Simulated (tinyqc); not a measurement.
Decay of LO phonons and the hot-phonon bottleneck in the cooling of electrons. Changing the power supplied per electron P. Computed by tinyqc, a small Python program. Command: `OMP_NUM_THREADS=1 python tinyqc.py 3018282 3018283 out.jsonl hotphonon sweep`. One thread of a shared host (Intel(R) Xeon(R) Processor @ 2.30GHz), about 0.02 s of CPU time with the checks.

n(E, T) = 1/(exp(E/(k_B T)) - 1) is the Bose occupation. Electrons have a temperature T_e; the LO modes within their reach share one occupation N; the decay products stay at the lattice temperature.

Inputs (values chosen for the exercise, modelled on indium phosphide):

| quantity | value | unit |
|---|---|---|
| LO energy hbar omega | 43.6 | meV |
| lifetime at T = 0, tau_0 | 12 | ps |
| weight b of the three-phonon channel | 0.15 | - |
| lattice temperature T | 77 | K |
| electron mass m* | 0.0782 | m_0 |
| eps_inf | 9.52 | - |
| static dielectric constant eps_s | 12.2 | - |
| electron density n | 1.2e+18 | 1/cm^3 |
| density of LO modes that the electrons reach, N_m | 3e+18 | 1/cm^3 |

Decay channel: two equal phonons plus a three-phonon channel.

Constants: k_B = 8.617333262e-05 eV/K; c = 299792458 m/s; e^2/(4 pi eps_0) = 14.39964548 eV angstrom; hbar^2/(2 m_0) = 3.80998212 eV angstrom^2; hbar = 6.582119569e-16 eV s; e = 1.602176634e-19 C.

Method:
- Decay rate 1/tau = (1/tau_0) [1 + 2 n_2 + b (1 + 3 n_3 + 3 n_3^2)]/(1 + b), n_2 = n(hbar omega/2), n_3 = n(hbar omega/3).
- Full width Gamma = 1/(2 pi c tau) in 1/cm, c in cm/s.
- Froehlich coupling alpha = (e^2/(4 pi eps_0)) (1/eps_inf - 1/eps_s) k_0/(2 hbar omega), k_0 = sqrt(m* hbar omega/(hbar^2/(2 m_0))); emission time tau_sp = hbar/(2 alpha hbar omega); bottleneck ratio r = (n/N_m) tau/tau_sp.
- Net emission per electron: [(N + 1) x - N]/tau_sp with x = exp(-hbar omega/(k_B T_e)), a simple two-level balance; steady state of the modes: n [(N + 1) x - N]/tau_sp = N_m (N - N_0)/tau; power per electron P = hbar omega [(N + 1) x - N]/tau_sp.
- With p = P tau_sp/(hbar omega): N = N_0 + r p and x = (p + N)/(N + 1); without hot phonons N = N_0. The mode temperature T_LO solves n(hbar omega, T_LO) = N.

One run for each value:

| power supplied per electron P (nW) | electron temperature T_e (K) | T_e without hot phonons (K) | mode temperature T_LO (K) | LO occupation N |
|---|---|---|---|---|
| 0.022 | 120 | 78.7 | 120 | 0.015 |
| 0.041 | 139 | 80.0 | 138 | 0.026 |
| 0.079 | 167 | 82.4 | 166 | 0.050 |
| 0.150 | 207 | 86.2 | 205 | 0.093 |
| 0.290 | 270 | 92.2 | 268 | 0.179 |
| 0.560 | 376 | 101.1 | 371 | 0.344 |
| 1.100 | 566 | 114.0 | 556 | 0.674 |
| 2.000 | 870 | 129.9 | 848 | 1.225 |
| 3.900 | 1513 | 155.1 | 1446 | 2.387 |

Over the rows, electron temperature T_e (K) rises from 120 to 1510 (exponent d ln y / d ln x 0.23 between the first rows and 0.83 between the last); T_e without hot phonons (K) rises from 78.7 to 155 (exponent d ln y / d ln x 0.027 between the first rows and 0.27 between the last); mode temperature T_LO (K) rises from 120 to 1450 (exponent d ln y / d ln x 0.23 between the first rows and 0.80 between the last). At low power T_e rises only logarithmically, since the share of electrons above hbar omega is exponential in 1/T_e.

Caution (rows 0.0220, 0.0410, 0.0790, 0.150, 0.290): the electrons are degenerate; Pauli blocking and the Fermi energy, left out here, matter. Caution (rows 3.90): at such T_e upper valleys, non-parabolic bands or other phonons can take part.
